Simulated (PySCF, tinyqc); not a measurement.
Worked calculation: RHF in the sto-3g basis, for H4, spin multiplicity 1. The lowest restricted solution is unstable here: a spin-polarised one lies 0.0807 hartree lower (PySCF). One step of it, computed by the program tinyqc.

Problem. Iteration 2 (converged): orbitals. Diagonalise F' = X^T F X, C = X C', fill 2 alpha and 2 beta electrons from the bottom; D = 2 C_occ C_occ^T. Each column has its largest component positive (the first on a tie).

Fock matrix F (hartree), order 1H 1s, 2H 1s, 3H 1s, 4H 1s:
```
[[-0.148722, -0.327543, -0.075255, -0.053533],
 [-0.327543, -0.148722, -0.053533, -0.075255],
 [-0.075255, -0.053533, -0.148722, -0.327543],
 [-0.053533, -0.075255, -0.327543, -0.148722]]
```

X, order 1H 1s, 2H 1s, 3H 1s, 4H 1s:
```
[[1.036197, -0.148639, -0.051951, -0.002719],
 [-0.148639, 1.036197, -0.002719, -0.051951],
 [-0.051951, -0.002719, 1.036197, -0.148639],
 [-0.002719, -0.051951, -0.148639, 1.036197]]
```

Give: F' = X^T F X; orbital energies; coefficients C; D after iteration 2.

Solution.

F' = X^T F X (hartree):
```
[[-0.0551, -0.3091, -0.0535, -0.0021],
 [-0.3091, -0.0551, -0.0021, -0.0535],
 [-0.0535, -0.0021, -0.0551, -0.3091],
 [-0.0021, -0.0535, -0.3091, -0.0551]]
```

orbital energies (hartree): [-0.4197, -0.3085, 0.2026, 0.3054]

coefficients C, order 1H 1s, 2H 1s, 3H 1s, 4H 1s:
```
[[0.4164, 0.4711, 0.5678, 0.6170],
 [0.4164, 0.4711, -0.5678, -0.6170],
 [0.4164, -0.4711, 0.5678, -0.6170],
 [0.4164, -0.4711, -0.5678, 0.6170]]
```

D after iteration 2, order 1H 1s, 2H 1s, 3H 1s, 4H 1s:
```
[[0.7907, 0.7907, -0.0970, -0.0970],
 [0.7907, 0.7907, -0.0970, -0.0970],
 [-0.0970, -0.0970, 0.7907, 0.7907],
 [-0.0970, -0.0970, 0.7907, 0.7907]]
```
